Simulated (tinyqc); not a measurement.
# Geometry relaxation of a small cluster, step by step

A worked calculation. Computed by tinyqc, a small Python program that keeps every step. Command: `OMP_NUM_THREADS=1 python tinyqc.py 3009074 3009075 out.jsonl relax walk`. One thread of a shared host (Intel(R) Xeon(R) Processor @ 2.30GHz), about 0.01 s of CPU time with the checks. Intermediate numbers are printed to about 5 digits and carried at full precision; extremes and crossings named in words are read from the listed rows.

E = sum_i {sum_j A exp(-p (r_ij/r0 - 1)) - xi sqrt(rho_i)}, rho_i = sum_j exp(-2 q (r_ij/r0 - 1)); the force on i is -sum_j w_ij (R_i - R_j)/r_ij with w_ij = -(2p/r0) A exp(-p (r_ij/r0 - 1)) + (xi q/r0) exp(-2 q (r_ij/r0 - 1)) (rho_i^(-1/2) + rho_j^(-1/2)).

Inputs (values chosen for the exercise, for model atoms):
```
quantity                 value           unit
length r0                  3.2       angstrom
repulsion A               0.19             eV
hopping xi                2.83             eV
decay p                   9.84              -
decay q                   2.29              -
step factor eta          0.031  angstrom^2/eV
largest number of steps    500              -
```

Potential: Gupta. Method: steepest descent.

starting positions (angstrom):
```
            x      y      z
atom 1  -0.15  -0.08   0.09
atom 2   2.89  -0.05   0.18
atom 3   1.75   2.58  -0.26
atom 4   1.46    0.9   2.43
```

## Energy and forces at the start

Evaluate E and the forces at the starting positions.

distances (angstrom): 1-2 3.0415, 1-3 3.2876, 1-4 3.0047, 2-3 2.9000, 2-4 2.8302, 3-4 3.1847

energy at the start = -18.058 eV

forces (eV/angstrom):
```
              x        y        z
atom 1   1.6025   1.0502   0.4097
atom 2  -0.5870   0.0766  -0.2977
atom 3  -0.5986  -1.5074   0.9189
atom 4  -0.4169   0.3806  -1.0308
```

## The first two steps

Steepest descent: R(new) = R + eta F. No atom moves more than 0.3 angstrom a step (the whole step is scaled). Stop when the largest force component is below 1e-5 eV/angstrom.

positions after step 1 (angstrom):
```
              x        y        z
atom 1  -0.1003  -0.0474   0.1027
atom 2   2.8718  -0.0476   0.1708
atom 3   1.7314   2.5333  -0.2315
atom 4   1.4471   0.9118   2.3980
```

energy after step 1 = -18.291 eV

positions after step 2 (angstrom):
```
              x        y        z
atom 1  -0.0693  -0.0226   0.1063
atom 2   2.8716  -0.0587   0.1580
atom 3   1.7113   2.5046  -0.2103
atom 4   1.4364   0.9267   2.3860
```

energy after step 2 = -18.404 eV

## All steps

The formulas are those given above.

Course of the relaxation:
```
step   E (eV)  largest force (eV/angstrom)  force calls
0     -18.058                   1.6025e+00            1
1     -18.291                   1.0005e+00            2
2     -18.404                   6.1637e-01            3
3     -18.469                   5.1546e-01            4
4     -18.508                   4.2224e-01            5
5     -18.531                   3.3770e-01            6
6     -18.545                   2.6650e-01            7
7     -18.553                   2.0909e-01            8
8     -18.558                   1.6403e-01            9
...       ...                          ...          ...
59    -18.567                   3.3360e-05           60
60    -18.567                   2.8453e-05           61
61    -18.567                   2.4269e-05           62
62    -18.567                   2.0699e-05           63
63    -18.567                   1.7655e-05           64
64    -18.567                   1.5058e-05           65
65    -18.567                   1.2844e-05           66
66    -18.567                   1.0955e-05           67
67    -18.567                   9.3436e-06           68
```

final positions (angstrom):
```
              x        y        z
atom 1  -0.0050   0.0421   0.0564
atom 2   2.8938  -0.1443   0.1356
atom 3   1.6115   2.4495  -0.1335
atom 4   1.4497   1.0026   2.3814
```

final energy = -18.567 eV

steps = 67

largest force at the end = 9.3436e-06 eV/angstrom

Converged in 67 steps.

## Curvatures at the end

Hessian at the final positions by central differences of the forces; six eigenvalues vanish (translations and rotations). Steepest descent is stable for eta below 2/lambda_max and contracts the softest mode by 1 - eta lambda_min a step.

non-zero eigenvalues (eV/angstrom^2): 4.744  4.744  10.865  10.865  10.866  27.239

condition number = 5.7415

largest stable eta = 0.073424 angstrom^2/eV

contraction of the softest mode = 0.85293

All are positive, so the end point is a minimum.

## Four methods from the same start

Conjugate gradient (Polak-Ribiere): d = F + beta d(old), beta = max(0, F.(F - F(old))/|F(old)|^2), d = F at first; step length from one secant, s = eta (F.d)/(F.d - F(R + eta d).d), replaced by eta if that is not positive; R(new) = R + s d. BFGS: R(new) = R + B F with the inverse Hessian B = eta 1 at first; with s = R(new) - R, y = F - F(new), rho = 1/(y.s): B(new) = (1 - rho s y^T) B (1 - rho y s^T) + rho s s^T, skipped if y.s is not positive. FIRE with unit mass: if F.v > 0, v = (1 - a) v + a |v| F/|F|, and after more than 5 such steps in a row dt = min(1.1 dt, 5 dt0), a = 0.99 a; else v = 0, a = 0.1, and dt = dt/2 (not at the first step). Then v = v + dt F, R(new) = R + dt v. dt0 = sqrt(eta), a = 0.1 at first. In this comparison each method may take up to 1500 steps.

Cost:
```
method              steps  force calls  final E (eV)  calls to reach 1e-2
steepest descent       67           68       -18.567                   25
conjugate gradient     13           27       -18.567                   13
BFGS                   17           18       -18.567                   10
FIRE                   86           87       -18.567                   37
```

In force calls the order is BFGS (18), conjugate gradient (27), steepest descent (68), FIRE (87). All that converged end at the same energy. Near the minimum steepest descent multiplies the slowest mode by 0.853 in size a step, 14 steps a decade of force, at a condition number of 5.7. On this problem it beats FIRE in force calls.

Checks made by the program: forces against finite differences of E (relative difference 2e-10).
